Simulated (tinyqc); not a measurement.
Anisotropic wet etching of Si(100): plane rates, V-grooves, membranes and undercut: one step, computed by the program tinyqc. Command: `OMP_NUM_THREADS=1 python tinyqc.py 3003814 3003815 out.jsonl wetetch walk`. One thread of a shared host (Intel(R) Xeon(R) Processor @ 2.30GHz), about 0.01 s of CPU time with the checks.

A long slot opens the mask on a (100) wafer. The floor etches at R100; (111) walls stand at theta = arctan(sqrt2) = 54.7356 degrees to the surface and recede at R111 along their normal.

Task: Shape after the time t. A misaligned edge exposes ledges and adds R100 sin(misalignment) to the lateral rate (a simple estimate): u = R111/sin(theta) + R100 sin(misalignment). Top width W = w + 2 u t; floor width b = W - 2 z/tan(theta) = W - sqrt2 z. The floor lasts until b = 0, at t_V = w/(sqrt2 R100 - 2u); depth z = R100 t before t_V and W/sqrt2 after.

Inputs (values chosen for the exercise, close to those used for tetramethylammonium hydroxide solutions):
```
quantity                                                                  value     unit
bath temperature T                                                           40        C
width w (mask opening along <110>, or membrane width in the design step)     11       um
misalignment of the mask                                                      2  degrees
etch time t                                                                 260      min
```

R100 = 0.06868724 um/min

R111 = 0.002468151 um/min

Give: lateral rate u; time t_V to close the V; top width W; depth z; floor width b.

Result:

lateral rate u = 0.005420 um/min

time t_V to close the V = 127.5 min

top width W = 13.82 um

depth z = 9.771 um

floor width b = 0 um

The groove has closed to a V and now deepens at sqrt2 u = 0.00767 um/min, 11.2 % of R100.
